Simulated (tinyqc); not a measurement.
What moves the results: six-band hole subbands of a thin body in a field. A value that a table varies takes the place of the one given here.

Basis X, Y, Z times spin, hole energies counted downwards from the unstrained edge (the hydrostatic shift is left out), c = hbar^2/2m0. For a symmetric tensor T let C(T) have C_XX = L Txx + M (Tyy + Tzz), C_XY = N Txy (cyclic), L = c (g1 + 4 g2), M = c (g1 - 2 g2), N = 6 c g3. k = q + kz n, n the unit normal, q = k1 u + k2 v with u along the channel [1-10] and v = n x u. H = C(k k^T) + (Dso/3)(1 - L.sigma) - B + e F z with (L_k)_ij = -i epsilon_kij; B is the block C built from the traceless strain with 2b, -b and sqrt(3) d in place of L, M, N. Strain: exx = eyy = (s11 + s12) sx/2, ezz = s12 sx, exy = -s44 sx/4. Hard walls at z = 0 and t; basis sin(j pi z/t), j = 1 to Nz: kz^2 = (j pi/t)^2, kz = -i D with D_jl = 4 j l/(t (j^2 - l^2)), z_jj = t/2 and z_jl = -8 t j l/(pi (j^2 - l^2))^2 for j + l odd; 1 MV/cm = 0.01 eV/angstrom.

Nz = 14. E1 is the top subband at q = 0, gap the distance to the next pair, and the masses are c q^2/(E(q) - E1) at |q| = 0.02 1/angstrom (mean of the spin pair) along the channel [1-10] and across it in the plane; a dash marks a band that does not rise.

Constants: hbar^2/2m0 = 3.80998211 eV angstrom^2.

Values chosen for the exercise (near those of a p-type Si channel; the results hold for these values, not for the real material):

| symbol | value | unit | meaning |
|---|---|---|---|
| g1 | 4.27 |  | Luttinger gamma1 |
| g2 | 0.34 |  | gamma2 |
| g3 | 1.45 |  | gamma3 |
| Dso | 0.044 | eV | spin-orbit splitting |
| b | -2.09 | eV | tetragonal potential |
| d | -4.71 | eV | trigonal potential |
| S | (7.79, -2.16, 12.84) | 1/TPa | compliances s11, s12, s44 |
| face | 110 |  | surface |
| t | 45 | angstrom | body thickness |
| F | 0.8 | MV/cm | field across the body |
| sx | -0.5 | GPa | stress along the channel [1-10], negative in compression |

## Stress along the channel

Each row has its own sx.

Results:

| sx (GPa) | E1 (meV) | gap (meV) | m channel | m across |
|---|---|---|---|---|
| -3.0 | -2.6 | 69.8 | 0.114 | 0.279 |
| -2.0 | 33.9 | 69.8 | 0.114 | 0.279 |
| -1.0 | 70.3 | 69.7 | 0.115 | 0.279 |
| -0.5 | 88.5 | 69.6 | 0.115 | 0.279 |
| 0.0 | 106.6 | 69.4 | 0.115 | 0.279 |
| 0.5 | 124.7 | 68.8 | 0.116 | 0.279 |
| 1.0 | 142.6 | 65.4 | 0.117 | 0.279 |

Under 2 GPa of compression the channel mass goes from 0.115 to 0.114 m0, the mass across at 0.279; the gap to the next subband is 70, 69 and 65 meV at -2, 0 and +1 GPa. The lightest channel mass of the table, 0.114 m0, is at -3.0 and -2.0 GPa. Compression changes the channel mass little here, since confinement on this face has already singled out the orbital that the stress favours.

## Surface orientation and number of bands

Three faces, six bands; and four bands, with Dso set to 1000 eV.

Results:

| case | E1 (meV) | gap (meV) | m channel | m across |
|---|---|---|---|---|
| (001) 6 bands | 215.7 | 32.6 | 0.201 | 1.182 |
| (001) 4 bands | 220.1 | 43.5 | 0.246 | 0.430 |
| (110) 6 bands | 88.5 | 69.6 | 0.115 | 0.279 |
| (110) 4 bands | 168.6 | 133.1 | 0.149 | 0.307 |
| (111) 6 bands | 152.1 | 39.1 | 0.170 | 0.642 |
| (111) 4 bands | 157.5 | 124.6 | 0.184 | 0.196 |

With six bands the top subband is shallowest on (110) (88.5 meV) and deepest on (001). Without the stress E1 would be 226.7, 106.6 and 162.3 meV, so the stress moves it by -11.0, -18.1 and -10.1 meV. The lightest channel mass is on (110) (0.115 m0). Dropping the split-off band moves E1 by 4.4, 80.1 and 5.4 meV and the gap by 10.9, 63.6 and 85.5 meV on the three faces, with Dso = 44 meV.

## What each parameter does

Six bands. Each row changes one parameter from the base and keeps the others.

Results:

| case | E1 (meV) | gap (meV) | m channel (m0) | m across (m0) |
|---|---|---|---|---|
| base | 88.5 | 69.6 | 0.115 | 0.279 |
| t = 35 angstrom | 88.5 | 69.7 | 0.115 | 0.279 |
| F = 1.1 MV/cm | 110.7 | 86.1 | 0.115 | 0.279 |
| sx = -1 GPa | 70.3 | 69.7 | 0.115 | 0.279 |
| g3 = 1.35 | 115.1 | 89.7 | 0.119 | 0.279 |
| g2 = 0.39 | 94.0 | 73.8 | 0.115 | 0.287 |
| Dso = 0.066 eV | 94.4 | 69.4 | 0.115 | 0.279 |
| d = -3.77 eV | 91.1 | 69.6 | 0.115 | 0.279 |

The largest shifts from the base row, up to three for each result and ties (the steps differ in size, so this ranks the rows, not the parameters). E1 (meV): g3 +26.6, F +22.2, sx -18.2; unchanged at the printed digits by t. gap (meV): g3 +20.2, F +16.5, g2 +4.2; unchanged at the printed digits by d. m channel (m0): g3 +0.004; unchanged at the printed digits by t, F, sx, g2, Dso and d. m across (m0): g2 +0.008; unchanged at the printed digits by t, F, sx, g3, Dso and d.

Computed by tinyqc, a small Python program: `OMP_NUM_THREADS=1 python tinyqc.py 1251983 1251984 out.jsonl` (the numbers bound the seed that draws the inputs); one thread of a shared host (Intel(R) Xeon(R) Processor @ 2.30GHz), about 0.5 s for the whole set of steps.
